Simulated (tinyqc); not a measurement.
Dopant redistribution at a moving silicon-oxide interface during parabolic oxidation: one step, computed by the program tinyqc.

Uniformly doped silicon is oxidised with x_ox = sqrt(B t); the interface advances into the silicon by alpha x_ox, alpha = 0.44. The dopant does not move in the oxide, and at the interface C(silicon) = m C(oxide).

Problem. Profile below the interface. With the dopant diffusivity D and s = alpha x_ox/(2 sqrt(D t)), in the silicon C = C_B + (C_s - C_B) erfc(y/(2 sqrt(D t)))/erfc(s), y from the original surface. Dopant balance at the interface gives C_s/C_B = 1/[1 + (1/(m alpha) - 1) g], g = sqrt(pi) s exp(s^2) erfc(s). Depths z are counted from the present interface: y/(2 sqrt(D t)) = s + z/(2 sqrt(D t)); take z/(2 sqrt(D t)) = 0, 0.05, 0.1, 0.2, 0.3, 0.5, 0.75, 1, 1.5.

Inputs (values chosen for the exercise, modelled on boron in silicon under dry oxygen): oxidation activation energy E_B = 1.23 eV; temperature T = 1075 C.

diffusion length 2 sqrt(D t) = 0.2137474 um

ratio C_s/C_B = 0.3461672

s = 0.1727976

Give: Profile.

Solution.

Profile:
```
z/(2 sqrt(D t))  z (um)   C/C_B
0.00             0.0000  0.3462
0.05             0.0107  0.3901
0.10             0.0214  0.4331
0.20             0.0427  0.5154
0.30             0.0641  0.5919
0.50             0.1069  0.7234
0.75             0.1603  0.8445
1.00             0.2137  0.9212
1.50             0.3206  0.9854
```

Caution: in this case the oxide is not much thicker than a typical Deal-Grove length A, so real growth is slower than parabolic. Caution: parabolic growth needs an oxide much thicker than the Deal-Grove length A, which fails for thin films and low temperatures; oxidation-enhanced or retarded diffusion is ignored.
